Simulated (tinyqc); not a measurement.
Choice of the trial bonds: Wannier functions of a composite (isolated) pair of valence bands (bonds of an sp chain).

Each atom has a hybrid pointing left (<) and right (>). H(k): diagonal +V3 on A, -V3 on B; <A<|A>> = -V1a, <B<|B>> = -V1b, <A>|B<> = -V2, <B>|A<> = -V2p exp(ik); k in 1/a, Bloch sums with exp(ikR). The two lowest bands are filled. Trial functions in cell 0: g1 = cos(c) A> + sin(c) B<, and g2 = sin(c) B> + cos(c) A< of cell 1, whose Bloch vector has cos(c) exp(-ik) on A<. Projection A_mn = <psi_m|g_n>, S = A^+ A, Loewdin U = A S^(-1/2), Bloch-like states w_n = sum_m psi_m U_mn, H_W(k) = U^+ diag(E) U. P = sum_m |psi_m><psi_m| is free of phase choices, and S = g^+ P g, w = P g S^(-1/2).

Values chosen for the exercise: V2 = 2.65 eV (coupling in the bond A-B inside the cell); V2p = 3.13 eV (coupling in the bond to the next cell); V1a = 0.88 eV (coupling of the two hybrids on A); V1b = 0.83 eV (the same on B); V3 = 0.66 eV (A at +V3, B at -V3); xb = 0.41 a (position of B (A at 0)).

N = 12; centres and spreads in real space with point-like hybrids at R and R + xb; smallest eigenvalue of S over the mesh.

Trial angle:
```
c (deg)  smallest S  centre 1 (a)  centre 2 (a)  sum of centres  total spread (a^2)  H_12(R = 0), mean over k (eV)
15            0.520        0.2529        0.6472          0.9002              0.1291                        -0.5058
30            0.767        0.2529        0.6472          0.9002              0.1289                        -0.5034
45            0.942        0.2529        0.6472          0.9002              0.1288                        -0.5013
55            0.957        0.2529        0.6472          0.9002              0.1288                        -0.5000
65            0.861        0.2529        0.6472          0.9002              0.1288                        -0.4986
75            0.721        0.2529        0.6472          0.9002              0.1289                        -0.4971
85            0.554        0.2529        0.6472          0.9002              0.1290                        -0.4954
```

How do the results move, and what explains it?

The sum of the centres stays at 0.9002 a within 0.0000: it gives the electronic polarisation, modulo a, and is fixed by the filled space. Single centres move by less than 0.0001 a here and H_12(0), a matter of gauge, moves by 10 meV. The total spread runs only from 0.1288 to 0.1291 a^2, so the orthogonalisation repairs even poor trials; the projection is best at c = 55 degrees among these rows, and the two bonds, isolated, have c = 52 and 51.

(tinyqc, `OMP_NUM_THREADS=1 python tinyqc.py 1450499 1450500 out.jsonl`, Intel(R) Xeon(R) Processor @ 2.30GHz, 1 thread, shared host, about 0.2 s.)
